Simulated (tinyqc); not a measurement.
Bandgap voltage reference from two bipolar transistors: effect of the output resistor at T0.

Two transistors of area 1 and N carry the same current I. Is(T) = Is (T/T0)^eta exp[(Vg0 q/kB)(1/T0 - 1/T)], VBE1 = Vt ln(I/Is(T)) + I rb, VBE2 = Vt ln(I/(N Is(T))) + I rb/N. The amplifier forces I R1(T) = VBE1 - VBE2 + Vos, with R(T) = R (1 + tc (T - T0)) for both resistors, and the output is Vref = VBE1 + I R2(T). Base currents and the Early effect are neglected.

Vt = kB T/q; I = (Vt ln N + Vos)/(R1(T) - rb (1 - 1/N)). Box coefficient: span of Vref between 233 and 398 K over its average over T and over 165 K. The last column is the R2 that gives zero slope at T0.

Parameters, values chosen for the exercise; values of the order met in silicon bipolar transistors: reference temperature T0 = 300 K; band-gap voltage extrapolated to 0 K Vg0 = 1.141 V; temperature exponent of the saturation current eta = 4.2; saturation current of the unit transistor at T0 Is = 1.8e-16 A; area ratio of the second transistor N = 15; resistor across which the difference of VBE falls, at T0 R1 = 15 kohm; temperature coefficient of both resistors tc = 0 ppm/K; offset of the amplifier Vos = 0 mV; series resistance of the unit transistor rb = 64 ohm.

Constants: q = 1.602176634e-19 C, kB = 1.380649e-23 J/K. Results are converted to the units shown.

Effect of the output resistor at T0:
```
R2 (kohm)  I at T0 (uA)  Vref at T0 (V)  slope at T0 (uV/K)  box coefficient (ppm/K)  R2 for zero slope (kohm)
118.5             4.686           1.176              -160.5                    146.1                     128.8
122.3             4.686           1.193              -101.1                    93.92                     128.8
126.2             4.686           1.212              -40.23                    43.98                     128.8
128.8             4.686           1.224              0.3847                    19.64                     128.8
131.4             4.686           1.236               41.00                    29.16                     128.8
135.2             4.686           1.254               100.4                    71.49                     128.8
139.1             4.686           1.272               161.3                    118.2                     128.8
```

As R2 goes from 118.5 to 139.1, Vref rises from 1.176 to 1.272 V and the box coefficient goes from 146 through a minimum of 19.6 (at R2 = 128.8 among the rows listed) to 118 ppm/K. One per cent in R2 moves the slope by 20.1 uV/K.

Program tinyqc, `OMP_NUM_THREADS=1 python tinyqc.py 2062127 2062128 out.jsonl`; Intel Xeon 2.30GHz, shared host, one thread, about 0.03 s.
